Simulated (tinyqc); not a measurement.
How thick the regions must be: ionisation potential and affinity of a slab from the planar-averaged potential.

A model of the planar-averaged electrostatic energy of an electron in a periodic cell of N1 periods of A (L1 = N1 n1 h) and N2 periods of vacuum (L2 = N2 n2 h), on z_j = j h: V(z) = f VA + (1 - f) VB + F t(z), VA = V1[0] + V1[1] cos(2 pi z/(n1 h)) + V1[2] cos(4 pi z/(n1 h)), VB the same with V2, n2 and z - L1. f = [tanh(z/w) - tanh((z - L1)/w) + tanh((z - L1 - L2)/w)]/2 + 1/2; t(z) = z - L1/2 in A and (L1/L2)(L1 + L2/2 - z) beyond, so that the cell is periodic.

Running mean over n points, periodic: for odd n the plain mean of the n points centred on j; for even n the n + 1 points with half weight at both ends. The macroscopic average applies the mean over n1 points and then over n2 points.

Parameters, chosen for this exercise (gap near that of InAs; not measured data): h = 0.35 angstrom (grid step); n1 = 6 (grid points per period of A); n2 = 7 (grid points per period of the vacuum filter); V1 = (-6.45, 4.92, -0.62) eV (mean and two harmonics of the potential in A); V2 = (0, 0, 0) eV (the same in vacuum); w = 0.32 angstrom (width of the interfaces).

N1 = N2 = N, no slope (F = 0); dV is read at j = floor(N n1/2) and N n1 + floor(N n2/2). The exact value is V2[0] - V1[0].

Results:

| N | L1 (angstrom) | dV (eV) | error (meV) |
|---|---|---|---|
| 1 | 2.10 | 3.7645 | -2685.55 |
| 2 | 4.20 | 6.3668 | -83.16 |
| 3 | 6.30 | 6.4495 | -0.53 |
| 4 | 8.40 | 6.4500 | 0.00 |
| 5 | 10.50 | 6.4500 | 0.00 |
| 6 | 12.60 | 6.4500 | 0.00 |

The error is below 10 meV from N = 3 on. The two windows together span 4.55 angstrom and must fit between the interface tails, which fall as exp(-2 z/w); the errors at N = 2, 3 and 4 are -83.16, -0.53 and 0.00 meV.

Run: tinyqc, `OMP_NUM_THREADS=1 python tinyqc.py 1850906 1850907 out.jsonl`; Intel(R) Xeon(R) Processor @ 2.30GHz, one thread, shared host; about 0.01 s of CPU time with all checks.
